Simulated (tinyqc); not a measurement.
# Valence-band offset from core levels (Kraut method), with the dipole against the affinity rule, step by step

tinyqc, about 0.01 s, one thread, Intel Xeon 2.30GHz (shared host): `OMP_NUM_THREADS=1 python tinyqc.py 2410142 2410143 out.jsonl` Printed values are rounded.

Binding energies are counted downwards from the Fermi level. dEv > 0 means that the valence edge of B lies below that of A, dEc > 0 that the conduction edge of B lies above that of A; dEc + dEv = EgB - EgA. The spectra are made-up values treated as data.

Parameters, values chosen for the exercise; gaps and affinities close to those of 4H silicon carbide (A) and aluminium oxide (B): gap of the substrate A EgA = 3.29 eV; gap of the overlayer B EgB = 8.74 eV; electron affinity of A chiA = 3.61 eV; electron affinity of B chiB = 0.98 eV; core level of bare A cA = 89.34 eV; core level of thick B cB = 54.91 eV; valence-band maximum of thick B vB = 3.1 eV; relative permittivity inside the dipole layer ei = 8.4; thickness of the dipole layer dd = 0.16 nm; core level of A under a thin film of B iA = 89.3 eV; core level of B in that thin film iB = 56.22 eV; background counts in the gap bg = 24.

Constants: q = 1.602176634e-19 C, eps0 = 8.8541878128e-14 F/cm where lengths are in cm. Results are converted to the units shown.

## Valence-band maximum of bare A

```
point  binding energy (eV)  counts on the leading edge
0                     2.63                         159
1                     2.75                         222
2                     2.87                         289
3                     2.99                         358
4                     3.11                         417
5                     3.23                         482
```

Fit a straight line to the leading edge by least squares; the maximum vA lies where it meets the background.

slope = 540.238 counts/eV
intercept = -1261.73 counts
vA = 2.37993 eV

## Offsets

dEv = (iB - iA) - (cB - vB) + (cA - vA), dEc = EgB - EgA - dEv.

cA - vA = 86.9601 eV
cB - vB = 51.81 eV
iB - iA = -33.08 eV
dEv = 2.07007 eV
dEc = 3.37993 eV

The alignment is type I (straddling). Both offsets exceed 1 eV, the usual requirement for a gate dielectric. A rigid shift of all levels, by charging or doping, cancels in the differences.

## Interface dipole

The affinity rule gives dEc(0) = chiA - chiB; the dipole step is D = dEc - dEc(0), and two sheets of opposite charge dd apart hold N = eps0 ei |D|/(q dd).

dEc(0) = 2.63 eV
D = 0.749934 eV
N = 2.17581e14 cm^-2
field in the dipole layer = 46.8709 MV/cm

N is 0.31 elementary charges for each of about 7e14 surface atoms per cm^2.
